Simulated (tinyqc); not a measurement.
Grain growth, pinning, strength and diffusional creep of a polycrystal or thin film: one step, computed by the program tinyqc. Command: `OMP_NUM_THREADS=1 python tinyqc.py 3016014 3016015 out.jsonl grain walk`. One thread of a shared host (Intel(R) Xeon(R) Processor @ 2.30GHz), about 0.01 s of CPU time with the checks.

One mean grain size d describes the structure.

Task: Mobility and the sizes at which growth stops. M = M0 exp(-Q_m/(k_B T)). The driving pressure is 2 gamma/d. Zener pinning pressure 3 f gamma/(2 r) stops growth at d_Z = 4 r/(3 f). Grooves where boundaries meet the surface have the angle theta = arcsin(gamma/(2 gamma_s)) and are taken to stop growth at d_h = h/(2 theta), a few film thicknesses; the limit is 1/d_lim = 1/d_Z + 1/d_h.

Inputs (values chosen for the exercise, modelled on tungsten):
```
quantity                                    value       unit
boundary energy gamma                         1.2      J/m^2
mobility prefactor M0                     0.00027  m^4/(J s)
activation energy of boundary motion Q_m      4.9         eV
anneal temperature T                         1595          K
particle volume fraction f                0.00079          -
particle radius r                             2.9         nm
film thickness h                              340         nm
surface energy gamma_s                        2.6      J/m^2
```

Sample: thin film on a substrate.

Constants: k_B = 8.617333262e-05 eV/K.

Give: mobility M; Zener size d_Z; groove angle theta; groove limit d_h; limit d_lim.

Result:

mobility M = 8.885e-20 m^4/(J s)

Zener size d_Z = 4895 nm

groove angle theta = 0.2329 rad

groove limit d_h = 730.0 nm

limit d_lim = 635.3 nm

The grooves set the tighter limit.
